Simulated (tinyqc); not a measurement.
From results back to parameters: periodic multilayer mirror for extreme ultraviolet light. Two cases, with inputs chosen for the exercise.

Problem. With a mean index 1 - dm the Bragg wavelength is lam_B = 2 L sqrt((1 - dm)^2 - sin^2 theta). It is given at 0 degrees and at th2; L and dm are hidden. Then the absorber share is Gm = (dm - delta_S)/(delta_A - delta_S), with the first entries of dS and dA; L is the period.

Case 1.

Values chosen (out of a larger set: optical constants near those of Mo and Si at 13.5 nm; not measured data): th2 = 20 degrees (second angle); dA = (0.0793, 0.00684) (delta and beta of the absorber, N = 1 - delta + i beta); dS = (0.0011, 0.00174) (delta and beta of the spacer and the substrate).

lam_B at 0 = 13.704488 nm
lam_B at th2 = 12.822812 nm

Case 2.

Values chosen (out of a larger set: optical constants near those of Mo and Si at 13.5 nm; not measured data): th2 = 20 degrees (second angle); dA = (0.0782, 0.00598) (delta and beta of the absorber, N = 1 - delta + i beta); dS = (0.0011, 0.00189) (delta and beta of the spacer and the substrate).

lam_B at 0 = 13.582028 nm
lam_B at th2 = 12.694452 nm

Find: L; dm; Gm.

Solution. The difference of the squares is 4 L^2 sin^2(th2); then 1 - dm = lam_B(0)/(2 L).

Case 1.

L = 7.070 nm
dm = 0.0308
Gm = 0.38

Case 2.

L = 7.060 nm
dm = 0.0381
Gm = 0.48

Computed by tinyqc, one run a case: `OMP_NUM_THREADS=1 python tinyqc.py N N+1 out.jsonl` with N = 1681589, 1681592; one thread of a shared Intel(R) Xeon(R) Processor @ 2.30GHz, about 0.01 s a run at most.
